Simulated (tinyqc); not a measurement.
Pelgrom slope, floor and doping from two device sizes.

Question. s^2 = A^2/(L W) + s0^2, with s0 independent of size and A = (q/Cox) sqrt(Na Wd/3) from random dopants alone, Cox = 3.9 eps0/ti. Find A, s0 and Na.

Inputs (values chosen for the exercise):
```
symbol,value,unit,meaning
ti,1.9,nm,oxide-equivalent thickness in inversion
```

Constants: q = 1.602176634e-19 C, eps0 = 8.8541878128e-14 F/cm where lengths are in cm. Results are converted to the units shown.

s for gate areas 0.0012 and 0.011 um^2 (mV): 32.7162210  12.1564025
Wd = 25.2472994 nm

Answer. s^2 is linear in 1/area: slope A^2, intercept s0^2.

A = 1.11 mV um
s0 = 5.90 mV
Na = 1.90e18 cm^-3

Numbers from tinyqc (`OMP_NUM_THREADS=1 python tinyqc.py 2090135 2090136 out.jsonl`; about 0.01 s on one thread of a shared Intel Xeon 2.30GHz).
